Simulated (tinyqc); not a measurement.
Inside a calculation. Model: field emission through a triangular barrier, exact transmission by Airy functions.

Program tinyqc, `OMP_NUM_THREADS=1 python tinyqc.py 2580106 2580107 out.jsonl`; Intel Xeon 2.30GHz, shared host, one thread, about 0.01 s. Printed values are rounded.

The left lead has its band edge at 0; for x > 0 the edge falls without end, U(x) = U0 - F x, with mass m1. No transverse momentum; C = hbar^2/(2 m0); psi and psi'/m are continuous at x = 0. The outgoing solution is Bi(z) + i Ai(z).

Values chosen for this exercise; masses and offsets close to those of silicon wells and oxide barriers:
```
symbol,value,unit,meaning
mL,0.26,m0,mass in the left lead
U0,3.1,eV,barrier edge at x = 0
m1,0.49,m0,mass in the barrier
E,1.409,eV,electron energy
F,1.2,V/nm,field in the barrier
```

Constants: q = 1.602176634e-19 C, hbar = 1.054571817e-34 J s, m0 = 9.1093837015e-31 kg, hbar^2/(2 m0) = 0.0380998212 eV nm^2. Results are converted to the units shown.

Range of the model: Masses are held fixed, although real bands cease to be parabolic a few tenths of an eV from their edges. The field of 12.0 MV/cm is more than most dielectrics sustain; the model ignores breakdown.

## Scaled variables

Energy scale e = (C F^2/m1)^(1/3), z(x) = (U(x) - E)/e, s = (dz/dx)/m1 = -F/(e m1); v = k/m in a lead. vL = sqrt(mL E/C)/mL.

e = 0.4819808 eV
z(0) = 3.508438
s = -5.081072 1/nm
vL = 11.92634 1/nm
turning point (U0 - E)/F = 1.409167 nm

## Airy functions at x = 0

Ai and Bi solve y'' = z y, with Wronskian Ai Bi' - Ai' Bi = 1/pi.

Airy functions: Ai 0.002542191, Ai' -0.004928626, Bi 33.55889, Bi' 60.14917

## Transmission, exact and WKB

With the Airy functions at z = z(0): g = s (Bi' + i Ai')/(Bi + i Ai), r = (i vL - g)/(i vL + g), T(E) = 1 - |r|^2 = 4 vL Im(g)/|i vL + g|^2, vL = sqrt(mL E/C)/mL. Im(g) = -s/(pi (Ai^2 + Bi^2)) by the Wronskian. WKB: exp(-S), S = (4/(3 F)) sqrt(m1/C) [max(U0 - E, 0)^1.5].

Re g = -9.107044 1/nm
Im g = 0.001436119 1/nm
T(E) = 3.042073e-4
exp(-S) = 1.565515e-4

The exact value is 94 % above the WKB one.
